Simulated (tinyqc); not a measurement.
What moves the results: thresholds of impact ionisation and Auger recombination from band masses. A value that a table varies takes the place of the one given here.

Parabolic bands, no phonon. At threshold the three slow carriers share one velocity. With M their total mass and m4 the mass of the fast carrier, the fast carrier has the kinetic energy E_T = G M/(M - m4) and the slow ones together E_a = G m4/(M - m4), the activation energy of the Auger rate. CCCH (fast electron): G = Eg, M = 2 me + mh, m4 = me. CHHS (hole into the split-off band): G = Eg - Dso, M = 2 mh + me, m4 = ms; this form holds for Eg > Dso (below, the process needs about Dso - Eg and is marked by a dash). CHHL (hole into the light band): G = Eg, M = 2 mh + me, m4 = ml. CHHH (fast heavy hole): G = Eg, M = 2 mh + me, m4 = mh.

Non-parabolic fast electron: E (1 + alpha E) = c k^2/me with alpha = (1 - me)^2/Eg; the slow carriers stay parabolic, so E_T = Eg + me E_T (1 + alpha E_T)/M, M = 2 me + mh (the root between Eg and 1.9 Eg).

Constants: kB = 8.617333262e-05 eV/K; hc = 1239.841984 eV nm.

Values chosen for the exercise (near those of InAs, gap at low temperature and not tied to T; shifted at random, so the results belong to these values and not to a real crystal): Eg = 0.41 eV (gap at Gamma to the s-like level); Dso = 0.388 eV (spin-orbit splitting); me = 0.0263 m0 (electron mass at Gamma); mh = 0.41 m0 (heavy-hole mass); ms = 0.132 m0 (split-off mass); ml = 0.0272 m0 (light-hole mass); T = 300 K (temperature).

## The gap of an alloy series

Eg is varied with me and ml proportional to it; mh, ms and Dso are kept. E_a of three processes; wavelength hc/Eg.

Results:
```
Eg (eV)  wavelength (micrometre)      me  CCCH (meV)  CCCH non-parabolic (meV)  CHHS (meV)  CHHL (meV)  log10 exp(-E_a/kT), non-parabolic
0.123                      10.08  0.0079         2.3                       4.8           -         1.2                              -0.08
0.205                       6.05  0.0132         6.4                      13.4           -         3.4                              -0.23
0.308                       4.03  0.0198        14.2                      30.6           -         7.7                              -0.51
0.410                       3.02  0.0263        24.7                      54.8         4.1        13.6                              -0.92
0.512                       2.42  0.0328        38.0                      86.5        22.7        21.2                              -1.45
0.656                       1.89  0.0421        61.1                     144.5        48.5        34.9                              -2.43
0.820                       1.51  0.0526        93.2                     230.6        77.0        54.5                              -3.87
```

What can be read from the table?

E_a of CCCH goes nearly as Eg^2 (power 1.95 over the table), as both G and me grow; the non-parabolic value goes with the power 2.04, and its Boltzmann factor spans 3.8 decades; rows with E_a far above kT are formal, since phonon-assisted processes and side valleys rule there. CHHS is resonant at Eg = Dso = 0.388 eV, with no activation, and is the easiest process near there; it has the lowest E_a of the parabolic values for Eg = 0.41 eV.

## The mass ratio

mu = me/mh is varied; thresholds in units of Eg for ionisation started by an electron, (1 + 2 mu)/(1 + mu), and by a heavy hole, (2 + mu)/(1 + mu).

Results:
```
mu     electron (Eg)  hole (Eg)  electron (eV)  hole (eV)
0.032         1.0310     1.9690          0.423      0.807
0.064         1.0602     1.9398          0.435      0.795
0.089         1.0817     1.9183          0.444      0.786
1.000         1.5000     1.5000          0.615      0.615
1.200         1.5455     1.4545          0.634      0.596
2.300         1.6970     1.3030          0.696      0.534
2.500         1.7143     1.2857          0.703      0.527
```

How do the results move?

The two thresholds add up to 3 Eg in every row and are equal, 3/2 Eg, at mu = 1. The lighter carrier has the lower threshold; in the first row the two differ by 0.385 eV, which would favour one carrier in avalanche multiplication. Real ionisation rates depend on the whole band structure and can be nearly equal although the edge masses differ.

## What each parameter does

Activation energies. Each row changes one parameter from the base and keeps the others.

Results:
```
case             CCCH (meV)  CCCH non-parabolic (meV)  CHHL (meV)
base                  24.71                     54.83       13.61
Eg = 0.451 eV         27.19                     60.32       14.98
Dso = 0.4268 eV       24.71                     54.83       13.61
me = 0.0237 m0        22.40                     49.19       13.66
mh = 0.451 m0         22.59                     49.49       12.38
ms = 0.1188 m0        24.71                     54.83       13.61
ml = 0.0299 m0        24.71                     54.83       15.02
```

What can be read from the table?

The largest shifts from the base row, up to three for each result and ties (the steps differ in size, so this ranks the rows, not the parameters). CCCH (meV): Eg +2.47, me -2.31, mh -2.12; unchanged at the printed digits by Dso, ms and ml. CCCH non-parabolic (meV): me -5.64, Eg +5.48, mh -5.34; unchanged at the printed digits by Dso, ms and ml. CHHL (meV): ml +1.40, Eg +1.36, mh -1.24; unchanged at the printed digits by Dso and ms.

Program tinyqc; command `OMP_NUM_THREADS=1 python tinyqc.py 1850634 1850635 out.jsonl`; about 0.01 s on one thread of a shared Intel(R) Xeon(R) Processor @ 2.30GHz.
